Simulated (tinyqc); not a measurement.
Leakage against temperature: trap-assisted generation and recombination current of an abrupt junction. Computed by tinyqc, a small Python program. Command: `OMP_NUM_THREADS=1 python tinyqc.py 3015306 3015307 out.jsonl junctionleak walk`. One thread of a shared host (Intel(R) Xeon(R) Processor @ 2.30GHz), about 0.02 s of CPU time with the checks.

Depletion approximation, flat quasi-Fermi levels across the depleted layer, long neutral regions with minority lifetimes tau_n and tau_p, full ionisation and Boltzmann statistics. Voltages in exponents stand for e V.

Inputs (values chosen for the exercise, with bands and screening modelled on silicon):
```
quantity,value,unit
gap E_g,1.11,eV
electron mass m_e,0.331,m_0
valleys M_c,6,-
hole mass m_h,0.784,m_0
dielectric constant eps,11.9,-
acceptor density N_A,6.5e+17,cm^-3
donor density N_D,3.9e+17,cm^-3
capture time tau_n,8.6e-09,s
capture time tau_p,4.9e-07,s
trap level E_t - E_i,0,eV
electron diffusion coefficient D_n,11,cm^2/s
hole diffusion coefficient D_p,2.5,cm^2/s
reverse bias V_r,0.64,V
temperature T,250,K
tunnelling mass m_t,0.32,m_0
```

Field enhancement: Hurkx tunnelling factor.

Constants: k_B = 8.617333262e-05 eV/K; m_0 = 9.1093837015e-31 kg; k_B = 1.380649e-23 J/K; h = 6.62607015e-34 J s; e = 1.602176634e-19 C; eps_0 = 8.8541878128e-12 F/m; hbar = 1.054571817e-34 J s.

Method:
- N_c = 2 M_c (2 pi m_e k_B T/h^2)^(3/2) and N_v = 2 (2 pi m_h k_B T/h^2)^(3/2), masses in units of m_0.
- n_i = sqrt(N_c N_v) exp(-E_g/2 k_B T); V_bi = (k_B T/e) ln(N_A N_D/n_i^2); diffusion saturation current J_d0 = e n_i^2 [sqrt(D_n/tau_n)/N_A + sqrt(D_p/tau_p)/N_D].
- W = sqrt(2 eps eps_0 (V_bi - V)(1/N_A + 1/N_D)/e), x_p = W N_D/(N_A + N_D), x_n = W - x_p, peak field F_m = 2 (V_bi - V)/W; reverse bias means V = -V_r.
- Both capture times are divided by 1 + Gamma, Gamma = 2 sqrt(3 pi) (F/F_G) exp((F/F_G)^2), F_G = sqrt(24 m_t (k_B T)^3)/(e hbar) (the low-field Hurkx form), F being the local field, linear in x from 0 at the edges to F_m.
- Potential from the p edge: phi = (V_bi - V) x^2/(x_p W) on the p side and (V_bi - V)[1 - (W - x)^2/(x_n W)] on the n side; p = N_A exp(-phi/k_B T), n = n_i^2 exp(V/k_B T)/p; U = (n p - n_i^2)/[tau_p (n + n_i exp(dE/k_B T)) + tau_n (p + n_i exp(-dE/k_B T))], dE = E_t - E_i, n1 = n_i exp(dE/k_B T), p1 = n_i exp(-dE/k_B T); J_t = e int U dx by the trapezoid rule on 400 intervals on each side.
- The gap, capture times and diffusion coefficients are held fixed. J_g = -J_t at V = -V_r. The last column is -k_B d ln(J_g + J_d0)/d(1/T) from this row and the one above.

peak field F_m = 344216 V/cm

Reverse current:
```
T (K),generation (A/cm^2),diffusion (A/cm^2),activation energy (eV)
200,5.1167e-12,1.5423e-22,-
220,5.9925e-11,7.1640e-20,0.46648
250,1.3244e-09,1.1832e-16,0.48905
280,1.6666e-08,4.1516e-14,0.50920
310,1.3640e-07,4.8338e-12,0.52415
350,1.3597e-06,8.0309e-10,0.53761
400,1.3359e-05,1.1930e-07,0.55332
```

What follows from these numbers?

The activation energy goes from 0.466 to 0.553 eV. Generation alone gives about E_g/2 + dE if tau_p exp(dE/k_B T) exceeds tau_n exp(-dE/k_B T), else E_g/2 - dE, here 0.555 eV, plus 1.5 k_B T, less where tunnelling helps, and diffusion E_g = 1.11 eV plus 3 k_B T; generation rules in every row. Caution: at such a field avalanche multiplication or band-to-band tunnelling, left out here, may dominate the reverse current.

Extremes, crossings and ranges named in words are read from the listed rows.
